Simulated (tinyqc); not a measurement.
Worked calculation: Hueckel theory of the pi electrons with the omega technique, for the molecule c1ccc2cccc-2cc1 (SMILES; centres numbered as the heavy atoms are written). Computed by tinyqc, a small Python program that keeps every step. Settings: charge = 0, omega = 1.0, damping = 0.7. Command: `OMP_NUM_THREADS=1 python tinyqc.py 24300 24301 out.jsonl` (the two numbers bound the seeds that draw the settings). One thread of a shared host (Intel(R) Xeon(R) Processor @ 2.60GHz), about 0.01 s of CPU time with the checks.

## The Hueckel matrix

Centres:
```
centre  z_r, pi electrons of the neutral centre         h
1C                                            1  0.000000
2C                                            1  0.000000
3C                                            1  0.000000
4C                                            1  0.000000
5C                                            1  0.000000
6C                                            1  0.000000
7C                                            1  0.000000
8C                                            1  0.000000
9C                                            1  0.000000
10C                                           1  0.000000
```

Bonds:
```
i    j  k
1    2  1
2    3  1
3    4  1
4    5  1
5    6  1
6    7  1
7    8  1
8    9  1
9   10  1
10   1  1
8    4  1
```

H_rr = alpha + h_r beta, H_rs = k_rs beta for bonded centres.

Hueckel matrix in units of beta (H = alpha + beta A):
```
           1C        2C        3C        4C        5C        6C        7C        8C
1C   0.000000  1.000000  0.000000  0.000000  0.000000  0.000000  0.000000  0.000000
2C   1.000000  0.000000  1.000000  0.000000  0.000000  0.000000  0.000000  0.000000
3C   0.000000  1.000000  0.000000  1.000000  0.000000  0.000000  0.000000  0.000000
4C   0.000000  0.000000  1.000000  0.000000  1.000000  0.000000  0.000000  1.000000
5C   0.000000  0.000000  0.000000  1.000000  0.000000  1.000000  0.000000  0.000000
6C   0.000000  0.000000  0.000000  0.000000  1.000000  0.000000  1.000000  0.000000
7C   0.000000  0.000000  0.000000  0.000000  0.000000  1.000000  0.000000  1.000000
8C   0.000000  0.000000  0.000000  1.000000  0.000000  0.000000  1.000000  0.000000
9C   0.000000  0.000000  0.000000  0.000000  0.000000  0.000000  0.000000  1.000000
10C  1.000000  0.000000  0.000000  0.000000  0.000000  0.000000  0.000000  0.000000

           9C       10C
1C   0.000000  1.000000
2C   0.000000  0.000000
3C   0.000000  0.000000
4C   0.000000  0.000000
5C   0.000000  0.000000
6C   0.000000  0.000000
7C   0.000000  0.000000
8C   1.000000  0.000000
9C   0.000000  1.000000
10C  1.000000  0.000000
```

## Orbitals, round 1

pi electrons, sum of z_r less the charge = 10

Diagonalise; E = alpha + x beta with beta < 0, so the largest x are filled first; degenerate levels share their electrons. P = sum n_i c_ri c_si; each orbital has its largest coefficient positive (the first on a tie).

x values: [2.310277, 1.651572, 1.355674, 0.886975, 0.477260, -0.400392, -0.737640, -1.579218, -1.869214, -2.095294]

occupations: [2.000000, 2.000000, 2.000000, 2.000000, 2.000000, 0.000000, 0.000000, 0.000000, 0.000000, 0.000000]

coefficients:
```
          MO1        MO2        MO3        MO4        MO5        MO6        MO7        MO8
1C   0.172974   0.524672   0.000000   0.360277   0.000000   0.510887   0.000000   0.341575
2C   0.199809   0.433267   0.357060   0.159779  -0.335497  -0.102278   0.484057  -0.269711
3C   0.288640   0.190900   0.484057  -0.218558  -0.160119  -0.469936  -0.357060   0.084357
4C   0.467029  -0.117982   0.299164  -0.353634   0.259079   0.290436  -0.220675   0.136492
5C   0.323298  -0.267774   0.220675   0.258527   0.542846   0.063211   0.299164  -0.436401
6C   0.279878  -0.324265   0.000000   0.582941   0.000000  -0.315746   0.000000   0.552680
7C   0.323298  -0.267774  -0.220675   0.258527  -0.542846   0.063211  -0.299164  -0.436401
8C   0.467029  -0.117982  -0.299164  -0.353634  -0.259079   0.290436   0.220675   0.136492
9C   0.288640   0.190900  -0.484057  -0.218558   0.160119  -0.469936   0.357060   0.084357
10C  0.199809   0.433267  -0.357060   0.159779   0.335497  -0.102278  -0.484057  -0.269711

           MO9       MO10
1C    0.432805   0.000000
2C   -0.404503   0.160119
3C    0.323297  -0.335497
4C   -0.199808   0.542846
5C    0.249996  -0.259079
6C   -0.267488   0.000000
7C    0.249996   0.259079
8C   -0.199808  -0.542846
9C    0.323297   0.335497
10C  -0.404503  -0.160119
```

charge and bond-order matrix P:
```
            1C         2C         3C         4C         5C         6C         7C         8C
1C    0.870001   0.638899   0.142691  -0.217049   0.017140   0.176598   0.017140  -0.217049
2C    0.638899   0.986447   0.664039   0.011190  -0.226883   0.017140   0.186432  -0.068408
3C    0.142691   0.664039   0.854946   0.585798   0.011190  -0.217049  -0.068408   0.172482
4C   -0.217049   0.011190   0.585798   1.027428   0.595632  -0.074358  -0.231000   0.400945
5C    0.017140  -0.226883   0.011190   0.595632   1.172879   0.656039  -0.200638  -0.231000
6C    0.176598   0.017140  -0.217049  -0.074358   0.656039   1.046600   0.656039  -0.074358
7C    0.017140   0.186432  -0.068408  -0.231000  -0.200638   0.656039   1.172879   0.595632
8C   -0.217049  -0.068408   0.172482   0.400945  -0.231000  -0.074358   0.595632   1.027428
9C    0.142691  -0.242189  -0.184853   0.172482  -0.068408  -0.217049   0.011190   0.585798
10C   0.638899   0.026246  -0.242189  -0.068408   0.186432   0.017140  -0.226883   0.011190

            9C        10C
1C    0.142691   0.638899
2C   -0.242189   0.026246
3C   -0.184853  -0.242189
4C    0.172482  -0.068408
5C   -0.068408   0.186432
6C   -0.217049   0.017140
7C    0.011190  -0.226883
8C    0.585798   0.011190
9C    0.854946   0.664039
10C   0.664039   0.986447
```

## Omega technique, round 1

h_r = h_r(0) + omega q_r, omega = 1, with q_r = z_r - P_rr; 0.7 of the old diagonal is kept.

matrix after round 1:
```
           1C        2C        3C         4C         5C         6C         7C         8C
1C   0.039000  1.000000  0.000000   0.000000   0.000000   0.000000   0.000000   0.000000
2C   1.000000  0.004066  1.000000   0.000000   0.000000   0.000000   0.000000   0.000000
3C   0.000000  1.000000  0.043516   1.000000   0.000000   0.000000   0.000000   0.000000
4C   0.000000  0.000000  1.000000  -0.008228   1.000000   0.000000   0.000000   1.000000
5C   0.000000  0.000000  0.000000   1.000000  -0.051864   1.000000   0.000000   0.000000
6C   0.000000  0.000000  0.000000   0.000000   1.000000  -0.013980   1.000000   0.000000
7C   0.000000  0.000000  0.000000   0.000000   0.000000   1.000000  -0.051864   1.000000
8C   0.000000  0.000000  0.000000   1.000000   0.000000   0.000000   1.000000  -0.008228
9C   0.000000  0.000000  0.000000   0.000000   0.000000   0.000000   0.000000   1.000000
10C  1.000000  0.000000  0.000000   0.000000   0.000000   0.000000   0.000000   0.000000

           9C       10C
1C   0.000000  1.000000
2C   0.000000  0.000000
3C   0.000000  0.000000
4C   0.000000  0.000000
5C   0.000000  0.000000
6C   0.000000  0.000000
7C   0.000000  0.000000
8C   1.000000  0.000000
9C   0.043516  1.000000
10C  1.000000  0.004066
```

## Orbitals, round 2

As before.

x values: [2.304320, 1.657583, 1.371285, 0.882672, 0.448475, -0.374354, -0.734705, -1.595962, -1.861749, -2.097565]

occupations: [2.000000, 2.000000, 2.000000, 2.000000, 2.000000, 0.000000, 0.000000, 0.000000, 0.000000, 0.000000]

coefficients:
```
          MO1        MO2        MO3        MO4        MO5        MO6        MO7        MO8
1C   0.186148   0.528325   0.000000   0.360354   0.000000   0.505985   0.000000   0.372441
2C   0.210842   0.427569   0.359800   0.152010  -0.331274  -0.104575   0.486334  -0.304464
3C   0.298843   0.178668   0.491925  -0.226797  -0.147221  -0.466411  -0.359289   0.114709
4C   0.464783  -0.139187   0.293363  -0.342328   0.271655   0.299475  -0.206727   0.116401
5C   0.311207  -0.271340   0.206137   0.264145   0.542943   0.057291   0.302745  -0.415923
6C   0.268479  -0.324655   0.000000   0.589181   0.000000  -0.317951   0.000000   0.525825
7C   0.311207  -0.271340  -0.206137   0.264145  -0.542943   0.057291  -0.302745  -0.415923
8C   0.464783  -0.139187  -0.293363  -0.342328  -0.271655   0.299475   0.206727   0.116401
9C   0.298843   0.178668  -0.491925  -0.226797   0.147221  -0.466411   0.359289   0.114709
10C  0.210842   0.427569  -0.359800   0.152010   0.331274  -0.104575  -0.486334  -0.304464

           MO9       MO10
1C    0.402037   0.000000
2C   -0.382085   0.155825
3C    0.310864  -0.327486
4C   -0.210192   0.545349
5C    0.288925  -0.266583
6C   -0.312728   0.000000
7C    0.288925   0.266583
8C   -0.210192  -0.545349
9C    0.310864   0.327486
10C  -0.382085  -0.155825
```

charge and bond-order matrix P:
```
            1C         2C         3C         4C         5C         6C         7C         8C
1C    0.887267   0.639841   0.136593  -0.220755   0.019521   0.181535   0.019521  -0.220755
2C    0.639841   0.979150   0.661382   0.004011  -0.231887   0.014712   0.190893  -0.058227
3C    0.136593   0.661382   0.872660   0.591974   0.012172  -0.222794  -0.073712   0.174697
4C   -0.220755   0.004011   0.591974   1.024886   0.599905  -0.063443  -0.231959   0.385452
5C    0.019521  -0.231887   0.012172   0.599905   1.155054   0.654547  -0.194062  -0.231959
6C    0.181535   0.014712  -0.222794  -0.063443   0.654547   1.049232   0.654547  -0.063443
7C    0.019521   0.190893  -0.073712  -0.231959  -0.194062   0.654547   1.155054   0.599905
8C   -0.220755  -0.058227   0.174697   0.385452  -0.231959  -0.063443   0.599905   1.024886
9C    0.136593  -0.241678  -0.181996   0.174697  -0.073712  -0.222794   0.012172   0.591974
10C   0.639841   0.022357  -0.241678  -0.058227   0.190893   0.014712  -0.231887   0.004011

            9C        10C
1C    0.136593   0.639841
2C   -0.241678   0.022357
3C   -0.181996  -0.241678
4C    0.174697  -0.058227
5C   -0.073712   0.190893
6C   -0.222794   0.014712
7C    0.012172  -0.231887
8C    0.591974   0.004011
9C    0.872660   0.661382
10C   0.661382   0.979150
```

## Omega technique, round 2

As before.

matrix after round 2:
```
           1C        2C        3C         4C         5C         6C         7C         8C
1C   0.061120  1.000000  0.000000   0.000000   0.000000   0.000000   0.000000   0.000000
2C   1.000000  0.009101  1.000000   0.000000   0.000000   0.000000   0.000000   0.000000
3C   0.000000  1.000000  0.068663   1.000000   0.000000   0.000000   0.000000   0.000000
4C   0.000000  0.000000  1.000000  -0.013226   1.000000   0.000000   0.000000   1.000000
5C   0.000000  0.000000  0.000000   1.000000  -0.082821   1.000000   0.000000   0.000000
6C   0.000000  0.000000  0.000000   0.000000   1.000000  -0.024555   1.000000   0.000000
7C   0.000000  0.000000  0.000000   0.000000   0.000000   1.000000  -0.082821   1.000000
8C   0.000000  0.000000  0.000000   1.000000   0.000000   0.000000   1.000000  -0.013226
9C   0.000000  0.000000  0.000000   0.000000   0.000000   0.000000   0.000000   1.000000
10C  1.000000  0.000000  0.000000   0.000000   0.000000   0.000000   0.000000   0.000000

           9C       10C
1C   0.000000  1.000000
2C   0.000000  0.000000
3C   0.000000  0.000000
4C   0.000000  0.000000
5C   0.000000  0.000000
6C   0.000000  0.000000
7C   0.000000  0.000000
8C   1.000000  0.000000
9C   0.068663  1.000000
10C  1.000000  0.009101
```

## Convergence

Each round sets h_r = h_r(0) + omega (z_r - P_rr), keeping the share named as damping of the old diagonal; repeat until output and input diagonals agree to 1e-6.

Rounds:
```
round    sum n x  largest |h(out) - h(in)|
1      13.363517                  1.73e-01
2      13.328671                  1.03e-01
3      13.309877                  6.13e-02
4      13.299359                  3.63e-02
5      13.293330                  2.15e-02
6      13.289818                  1.28e-02
7      13.287752                  7.56e-03
8      13.286528                  4.49e-03
9      13.285799                  2.67e-03
10     13.285364                  1.59e-03
11     13.285103                  9.51e-04
12     13.284946                  5.69e-04
13     13.284852                  3.41e-04
14     13.284795                  2.05e-04
15     13.284761                  1.23e-04
16     13.284740                  7.48e-05
17     13.284728                  4.61e-05
18     13.284720                  2.84e-05
19     13.284716                  1.74e-05
20     13.284713                  1.07e-05
21     13.284711                  6.56e-06
22     13.284710                  4.02e-06
23     13.284710                  2.46e-06
24     13.284709                  1.50e-06
25     13.284709                  9.18e-07
```

Converged in 25 rounds.

## Energy, charges, bond orders

final x values: [2.297896, 1.667067, 1.398088, 0.871205, 0.408099, -0.341003, -0.725093, -1.612632, -1.860348, -2.103278]

occupations: [2.000000, 2.000000, 2.000000, 2.000000, 2.000000, 0.000000, 0.000000, 0.000000, 0.000000, 0.000000]

final P:
```
            1C         2C         3C         4C         5C         6C         7C         8C
1C    0.908514   0.640903   0.125621  -0.225482   0.024168   0.188950   0.024168  -0.225482
2C    0.640903   0.976778   0.657244  -0.008057  -0.239981   0.011074   0.198144  -0.042208
3C    0.125621   0.657244   0.896115   0.600895   0.015140  -0.231566  -0.085268   0.177182
4C   -0.225482  -0.008057   0.600895   1.021283   0.605800  -0.046235  -0.232755   0.362055
5C    0.024168  -0.239981   0.015140   0.605800   1.128008   0.652040  -0.179871  -0.232755
6C    0.188950   0.011074  -0.231566  -0.046235   0.652040   1.047117   0.652040  -0.046235
7C    0.024168   0.198144  -0.085268  -0.232755  -0.179871   0.652040   1.128008   0.605800
8C   -0.225482  -0.042208   0.177182   0.362055  -0.232755  -0.046235   0.605800   1.021283
9C    0.125621  -0.240266  -0.173604   0.177182  -0.085268  -0.231566   0.015140   0.600895
10C   0.640903   0.013606  -0.240266  -0.042208   0.198144   0.011074  -0.239981  -0.008057

            9C        10C
1C    0.125621   0.640903
2C   -0.240266   0.013606
3C   -0.173604  -0.240266
4C    0.177182  -0.042208
5C   -0.085268   0.198144
6C   -0.231566   0.011074
7C    0.015140  -0.239981
8C    0.600895  -0.008057
9C    0.896115   0.657244
10C   0.657244   0.976778
```

E = sum n x; q_r = z_r - P_rr; bond order p = P_rs; free valence = sqrt(3) - sum of p over the bonds of the atom.

pi energy = 10 alpha + this times beta = 13.284709

pi charges: 1C 0.091486, 2C 0.023222, 3C 0.103885, 4C -0.021283, 5C -0.128008, 6C -0.047117, 7C -0.128008, 8C -0.021283, 9C 0.103885, 10C 0.023222

Bond orders and lengths from R = 1.517 - 0.180 p (angstrom, C-C alone):
```
bond         p         R
1-2   0.640903  1.401637
2-3   0.657244  1.398696
3-4   0.600895  1.408839
4-5   0.605800  1.407956
5-6   0.652040  1.399633
6-7   0.652040  1.399633
7-8   0.605800  1.407956
8-9   0.600895  1.408839
9-10  0.657244  1.398696
10-1  0.640903  1.401637
8-4   0.362055  1.451830
```

free valence of the carbons: 1C 0.450244, 2C 0.433903, 3C 0.473911, 4C 0.163301, 5C 0.474211, 6C 0.427971, 7C 0.474211, 8C 0.163301, 9C 0.473911, 10C 0.433903

gap between the highest filled and the next level = 0.749102 |beta|
